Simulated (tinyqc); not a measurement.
Electromigration in a confined line: Blech product, Korhonen stress evolution and Black's law: one step, computed by the program tinyqc.

The electron wind pushes atoms from the cathode (x = 0) to the anode (x = L); blocking ends build a back stress (tension positive). The input rho is taken not to change with temperature. d sigma/dt = d/dx [kappa (d sigma/dx + G)], with zero flux at both ends and sigma = sigma_0 at t = 0.

Task: Driving force and diffusivities. G = Z* e rho j/Omega; D = D0 exp(-E/(k_B T)); kappa = D B Omega/(k_B T); drift velocity of an unconfined line v = D Z* e rho j/(k_B T). SI: 1 micro-ohm cm = 1e-8 ohm m, 1 MA/cm^2 = 1e10 A/m^2. Temperatures in kelvin are T(C) + 273.15.

Inputs (values chosen for the exercise, close to those used for cobalt lines):
```
quantity,value,unit
resistivity rho,11,micro-ohm cm
atomic volume Omega,11.1,angstrom^3
effective charge number Z*,2,-
prefactor D0,7.6e-07,m^2/s
activation energy E,1.25,eV
effective modulus B,57,GPa
current density j,2.9,MA/cm^2
test temperature T,350,C
```

Start: thermal stress.

Constants: e = 1.602176634e-19 C; k_B = 8.617333262e-05 eV/K; k_B = 1.380649e-23 J/K.

Give: stress gradient G; diffusivity D; kappa; drift velocity.

Result:

stress gradient G = 92.089 MPa/um

diffusivity D = 5.9065e-17 m^2/s

kappa = 4.3437e-15 m^2/s

drift velocity = 25.263 nm/h
